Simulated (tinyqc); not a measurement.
Inside a calculation: alloy A(1-x)B(x) by interpolation with bowing. Values are carried at full precision from step to step, so a last printed digit may differ when a step is redone from the rounded ones.

Each gap follows E(x) = (1 - x) E_A + x E_B - C x (1 - x); the lattice constant follows Vegard, a(x) = (1 - x) a_A + x a_B.

Constants: hc = 1239.841984 eV nm; kB = 8.617333262e-05 eV/K.

Values chosen for the exercise (A near Ge, B near Si; the results hold for these values, not for the real material): a = (5.653, 5.423) angstrom (lattice constant of A, B); x = 0.19 (fraction of B); Eg = (0.894, 4.193) eV (gap at Gamma to the s-like level of A, B); EgX = (0.921, 1.155) eV (gap to the lowest valley along Gamma-X of A, B); EgL = (0.755, 2.102) eV (gap to L of A, B); C = (0.315, 0.311, 0) eV (bowing of the Gamma, X and L gaps); Dso = (0.292, 0.044) eV (spin-orbit splitting of A, B); Ep = (26.4, 21.7) eV (Kane energy of A, B); me = (0.0377, 0.1998) m0 (electron mass at Gamma of A, B); Cs = 0 eV (bowing of Dso); md = (0.0625, 0.99, 0.66) m0 (density-of-states masses of Gamma, all X and all L valleys); T = 300 K (temperature).

## Gaps and lattice constant at x

Also give the wavelength hc/E of the lowest gap.

a(x) = 5.6093 angstrom

linear parts (eV): Gamma 1.5208, X 0.9655, L 1.0109

bowing terms C x (1 - x) (eV): Gamma 0.0485, X 0.0479, L 0.0000

gaps (eV): Gamma 1.4723, X 0.9176, L 1.0109

wavelength of the lowest gap = 1351.2 nm

The lowest valley is X, so the gap is indirect; the next, L, lies 93 meV higher.

## Where the valleys cross

The difference of two gaps is a quadratic q2 x^2 + q1 x + q0 with q2 = C_i - C_j, q1 = (E_B - E_A - C)_i - (E_B - E_A - C)_j, q0 = E_A,i - E_A,j; give its roots between 0 and 1 (a dash: none).

Crossings:
```
pair        q2      q1      q0  first root  second root
Gamma-X  0.004   3.061  -0.027      0.0088            -
Gamma-L  0.315   1.637   0.139           -            -
X-L      0.311  -1.424   0.166      0.1197            -
```

The lowest valley changes at x = 0.120 (L to X, gap 0.916 eV). The other crossings lie above the lowest valley.

## Electron mass of the alloy

Mass at Gamma from the Kane formula 1/m = F + Ep (Eg + 2 Dso/3)/(Eg (Eg + Dso)). F is fixed by the masses of A and B and interpolated linearly, as is Ep; Eg and Dso carry their bowing.

Compare with the linear interpolation of the masses.

F of A, B: [-0.5815, -0.1524]

Ep, Eg, Dso at x (eV): [25.5070, 1.4723, 0.2449]

m(x) from the Kane formula = 0.0625 m0
m(x) linear = 0.0685 m0

The Kane value lies 8.8 % below the linear one. The Gamma valley is not the lowest at this x.

## Shares of the electrons in the valleys

Non-degenerate: n_i proportional to md_i^(3/2) exp(-E_i/kT).

md^(3/2): Gamma 0.0156, X 0.9850, L 0.5362

(E - E_min)/kT: Gamma 21.46, X 0.00, L 3.61

shares: Gamma 0.000, X 0.985, L 0.015

X holds most electrons (98.5 %).

## Checks

- The Gamma and X gaps at their crossing x = 0.0088 (eV): both 0.9203.
- The X and L gaps at their crossing x = 0.1197 (eV): both 0.9162.

tinyqc: `OMP_NUM_THREADS=1 python tinyqc.py 1080531 1080532 out.jsonl`; about 0.01 s, one thread, shared Intel(R) Xeon(R) Processor @ 2.30GHz.
